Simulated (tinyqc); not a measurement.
Harmonic transition-state theory with quantum, tunnelling and friction corrections: one step, computed by the program tinyqc.

One atom hops between equivalent sites; three modes at the minimum and two real modes at the saddle are treated as harmonic, the rest of the crystal as unchanged; melting is ignored, so hot rows may lie above the melting point.

Problem. Classical rate and diffusivity. Vineyard: nu* = product of minimum frequencies / product of real saddle frequencies; k_cl = nu* exp(-E_b/(k_B T)). Activation entropy S = k_B ln(nu* h/(k_B T)); for uncorrelated jumps D = z k d^2/6 and D0 = z nu* d^2/6; 1 angstrom^2 = 1e-16 cm^2.

Inputs (values chosen for the exercise, modelled on interstitial lithium in silicon): barrier E_b = 0.658 eV; temperature T = 539 K; jump length d = 2.35 angstrom; number of jump directions z = 4.

Lattice of sites: three-dimensional.

frequencies at the minimum (THz): [9.71, 15.7, 16.9]

real frequencies at the saddle (THz): [13.1, 15.8]

Constants: k_B = 8.617333262e-05 eV/K; h x 1 THz = 4.135667696 meV.

Give: prefactor nu*; classical rate k_cl; activation entropy in the Eyring form; classical diffusivity D; prefactor D0.

Solution.

prefactor nu* = 12.45 THz

classical rate k_cl = 8.762e+06 1/s

activation entropy in the Eyring form = 0.1028 k_B

classical diffusivity D = 3.226e-09 cm^2/s

prefactor D0 = 0.004583 cm^2/s

Caution: h nu exceeds k_B T, so zero-point and tunnelling corrections to the classical rate matter.
